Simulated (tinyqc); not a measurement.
# Trap density from two Hall measurements

Problem. p-type body, charge-sheet picture, full ionisation (an idealisation for deep acceptors), Boltzmann statistics for free electrons. e = Ec - EF at the surface. psi = Eg - Vt ln(Nv/Na) - e; N_dep = sqrt(2 eps0 eps_r Na (psi - Vt)/q); n_f = sqrt(N_dep^2 + 2 eps0 eps_r Vt Nc exp(-e/Vt)/q) - N_dep; Vg = Vfb + psi + q (N_dep + n_t + n_f)/Cox, Cox = eps0 eox/tox. Find e and n_t at both points and the mean trap density between them.

Parameters, values chosen for the exercise; band and dielectric values close to those of 4H silicon carbide:
- T = 475 K (temperature)
- Eg = 3.22 eV (band gap)
- eps_r = 9.7 (relative permittivity)
- Nc = 3.33e19 cm^-3 (conduction-band density of states at T)
- Nv = 5e19 cm^-3 (valence-band density of states at T)
- eox = 3.9 (relative permittivity of the insulator)
- tox = 68 nm (insulator thickness)
- Na = 4e15 cm^-3 (acceptor density)
- Vfb = -2.67 V (flat-band voltage without trapped charge)

Constants: q = 1.602176634e-19 C, kB = 1.380649e-23 J/K, Vt = kB T/q, eps0 = 8.8541878128e-14 F/cm where lengths are in cm. Results are converted to the units shown.

Vg (V): [1.1226131, 2.0711457]
free sheet density from the Hall effect (cm^-2): [1.9055945e10, 2.0153982e11]

Solution. Each n_f fixes e; what the gate voltage holds beyond psi, N_dep and n_f is trapped; the difference quotient is the density, smeared over a few Vt.

e (eV): [0.2880, 0.1810]
n_t (cm^-2): [4.835e10, 1.257e11]
mean trap density = 7.226e11 cm^-2 eV^-1

Program tinyqc, `OMP_NUM_THREADS=1 python tinyqc.py 2222008 2222009 out.jsonl`; Intel Xeon 2.30GHz, shared host, one thread, about 0.02 s.
